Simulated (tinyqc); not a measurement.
Reaction control against transport control: chemical vapour deposition: Grove model, boundary layer, depletion and step coverage. Computed by tinyqc, a small Python program. Command: `OMP_NUM_THREADS=1 python tinyqc.py 3011155 3011156 out.jsonl cvd walk`. One thread of a shared host (Intel(R) Xeon(R) Processor @ 2.30GHz), about 0.01 s of CPU time with the checks.

A precursor diffuses to the surface and reacts there at first order; each molecule that reacts adds one formula unit of film.

Inputs (values chosen for the exercise, close to those used for epitaxial silicon from a chlorosilane):

| quantity | value | unit |
|---|---|---|
| prefactor k0 of k_s | 3.6e+06 | cm/s |
| activation energy E | 1.88 | eV |
| temperature T | 1080 | C |
| total pressure p | 760 | torr |
| mole fraction of the precursor Y | 0.015 | - |
| gas diffusivity D0 at 273.15 K and 760 torr | 0.32 | cm^2/s |
| film density N | 5e+22 | formula units/cm^3 |
| gas velocity U | 69 | cm/s |
| kinematic viscosity nu0 at 273.15 K and 760 torr | 0.32 | cm^2/s |
| susceptor length L | 25 | cm |
| channel height b | 7.6 | cm |

Reactor: horizontal, atmospheric.

Constants: k_B = 8.617333262e-05 eV/K; k_B = 1.380649e-23 J/K.

Method:
- k_s = k0 exp(-E/(k_B T)); C_g = Y p/(k_B T), 1 torr = 133.322 Pa; D = D0 (T/273.15)^1.75 (760/p).
- nu = nu0 (T/273.15)^1.75 (760/p); Re = U L/nu; mean boundary layer delta = (2/3) L/sqrt(Re), at most b/2; h_g = D/delta.
- Fluxes in series: C_s = C_g/(1 + k_s/h_g); growth rate G = k_s h_g/(k_s + h_g) C_g/N; 1 cm/s = 6e8 nm/min.
- Temperatures in kelvin are T(C) + 273.15.

Rates:

| T (C) | k_s (cm/s) | h_g (cm/s) | G (nm/min) | reaction limit (nm/min) | transport limit (nm/min) |
|---|---|---|---|---|---|
| 880 | 0.0219 | 4.9707 | 24.9 | 25.1 | 5694.3 |
| 930 | 0.0480 | 5.1588 | 52.2 | 52.7 | 5664.1 |
| 980 | 0.0990 | 5.3459 | 102.4 | 104.3 | 5635.4 |
| 1030 | 0.1930 | 5.5321 | 189.1 | 195.7 | 5607.9 |
| 1080 | 0.3583 | 5.7174 | 329.2 | 349.8 | 5581.6 |
| 1130 | 0.6365 | 5.9018 | 540.9 | 599.2 | 5556.3 |
| 1180 | 1.0868 | 6.0854 | 838.2 | 987.9 | 5532.0 |
| 1230 | 1.7907 | 6.2683 | 1224.0 | 1573.7 | 5508.7 |
| 1280 | 2.8572 | 6.4503 | 1684.1 | 2430.1 | 5486.2 |

The apparent activation energy of G is 1.77 eV between the first rows and 1.28 eV between the last, against E = 1.88 eV. k_s stays below h_g, but mixed control begins at the hot end, which lowers the slope there. In the reaction limit the slope is E - k_B T, because C_g falls as 1/T; any further lowering comes from transport.
